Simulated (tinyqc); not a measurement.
Inside a calculation. Method: Hueckel theory of the pi electrons, for the molecule BC(=C)C=CC=C (SMILES; centres numbered as the heavy atoms are written). One step of it, computed by the program tinyqc.

Problem. Energy, charges, bond orders. E = sum n x; q_r = z_r - P_rr; bond order p = P_rs; free valence = sqrt(3) - sum of p over the bonds of the atom.

x values: [1.835993, 1.303608, 0.462038, -0.396050, -0.805032, -1.466362, -1.934194]

occupations: [2.000000, 2.000000, 2.000000, 0.000000, 0.000000, 0.000000, 0.000000]

charge and bond-order matrix P, order 1B, 2C, 3C, 4C, 5C, 6C, 7C:
```
[[0.094795, 0.306215, 0.273965, 0.078255, -0.062697, -0.025851, 0.032500],
 [0.306215, 1.035417, 0.828829, 0.459676, -0.014704, -0.080069, 0.009498],
 [0.273965, 0.828829, 0.867844, -0.024203, -0.369153, 0.009498, 0.289084],
 [0.078255, 0.459676, -0.024203, 0.990137, 0.792648, 0.003391, -0.391903],
 [-0.062697, -0.014704, -0.369153, 0.792648, 1.008232, 0.480814, -0.006107],
 [-0.025851, -0.080069, 0.009498, 0.003391, 0.480814, 0.998734, 0.872717],
 [0.032500, 0.009498, 0.289084, -0.391903, -0.006107, 0.872717, 1.004841]]
```

Centres:
```
centre  z_r, pi electrons of the neutral centre          h
1B                                            0  -1.000000
2C                                            1   0.000000
3C                                            1   0.000000
4C                                            1   0.000000
5C                                            1   0.000000
6C                                            1   0.000000
7C                                            1   0.000000
```

Bonds:
```
i  j         k
1  2  0.700000
2  3         1
2  4         1
4  5         1
5  6         1
6  7         1
```

Give: pi energy = 6 alpha + this times beta; pi charges; Bond orders and lengths from R = 1.517 - 0.180 p; free valence of the carbons; gap between the highest filled and the next level.

Solution.

pi energy = 6 alpha + this times beta = 7.2033

pi charges: [-0.0948, -0.0354, 0.1322, 0.0099, -0.0082, 0.0013, -0.0048]

Bond orders and lengths from R = 1.517 - 0.180 p (angstrom, C-C alone):
```
bond       p       R
1-2   0.3062       -
2-3   0.8288  1.3678
2-4   0.4597  1.4343
4-5   0.7926  1.3743
5-6   0.4808  1.4305
6-7   0.8727  1.3599
```

free valence of the carbons: [0.1373, 0.9032, 0.4797, 0.4586, 0.3785, 0.8593]

gap between the highest filled and the next level = 0.8581 |beta|
